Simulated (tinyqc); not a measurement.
Contact resistivity and sheet resistance from two contact lengths.

Problem. Rc = [sqrt(rc Rsh)/Wc] coth(Lc/(2 LT)), LT = sqrt(rc/Rsh), Wc = 126 nm; the second contact is twice as long as the first. Find LT, rc and Rsh.

Rc for Lc = 13 and 26 nm (ohm): [80.1210413, 46.3969904]

Solution. With t = tanh(Lc/(2 LT)) for the shorter contact, the resistance of the longer over that of the shorter is (1 + t^2)/2. Then sqrt(rc Rsh) = Rc t Wc, and rc and Rsh follow by multiplying and dividing by LT.

LT = 15.44 nm
rc = 6.200e-10 ohm cm^2
Rsh = 260.0 ohm

tinyqc, about 0.03 s, one thread, Intel Xeon 2.30GHz (shared host): `OMP_NUM_THREADS=1 python tinyqc.py 2170145 2170146 out.jsonl`
